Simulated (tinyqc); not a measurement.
Heterojunction of two tight-binding chains: one step. Transmission. Five cases, with inputs chosen for the exercise.

Question. The last site of the left chain has energy 2 t1 + U, and S1, S2 are the self-energies of the two half chains on it. G = 1/(E - 2 t1 - U - S1 - S2); T = 4 Im(S1) Im(S2) |G|^2.

Give: G; T.

Case 1.

Values chosen (out of a larger set: masses and offset of the size met at Si / SiGe; not measured data): E = 0.14 eV (electron energy); U = 0.35 eV (extra energy on the last left site).

t1 = 2.531079 eV
S1 = -2.4610787-0.5911438i eV
S2 = -2.0877053-0.1861321i eV

Answer.

G = -0.6416-0.6894i 1/eV
T = 0.3904

A fraction 0.6096 is reflected although the electron lies above the step.

Case 2.

Values chosen (out of a larger set: masses and offset of the size met at GaN / AlGaN; not measured data): E = 0.5 eV (electron energy); U = -0.4 eV (extra energy on the last left site).

t1 = 0.555121 eV
S1 = -0.3051209-0.4637461i eV
S2 = -0.4883535-0.2639510i eV

Answer.

G = 0.6706-0.8367i 1/eV
T = 0.5630

A fraction 0.4370 is reflected although the electron lies above the step.

Case 3.

Values chosen (out of a larger set: masses and offset of the size met at InGaAs / InAlAs; not measured data): E = 0.431 eV (electron energy); U = -0.47 eV (extra energy on the last left site).

t1 = 2.983775 eV
S1 = -2.7682749-1.1133583i eV
S2 = -4.1389088-0.3608358i eV

Answer.

G = 0.3310-0.2651i 1/eV
T = 0.2890

A fraction 0.7110 is reflected although the electron lies above the step.

Case 4.

Values chosen (out of a larger set: masses and offset of the size met at GaN / AlGaN; not measured data): E = 0.574 eV (electron energy); U = 0.2 eV (extra energy on the last left site).

t1 = 2.085376 eV
S1 = -1.7983761-1.0557636i eV
S2 = -2.0636027-0.3005618i eV

Answer.

G = 0.0354-0.7356i 1/eV
T = 0.6884

A fraction 0.3116 is reflected although the electron lies above the step.

Case 5.

Values chosen (out of a larger set: masses and offset of the size met at GaAs / AlGaAs; not measured data): E = 0.41 eV (electron energy); U = 0 eV (extra energy on the last left site).

t1 = 1.808348 eV
S1 = -1.6033484-0.8363001i eV
S2 = -1.6937272-0.6335709i eV

Answer.

G = 0.0417-0.6778i 1/eV
T = 0.9773

A fraction 0.0227 is reflected although the electron lies above the step.

Computed by tinyqc, one run a case: `OMP_NUM_THREADS=1 python tinyqc.py N N+1 out.jsonl` with N = 1451502, 1451526, 1452087, 1452253, 1452425; one thread of a shared Intel(R) Xeon(R) Processor @ 2.30GHz, about 0.01 s a run at most.
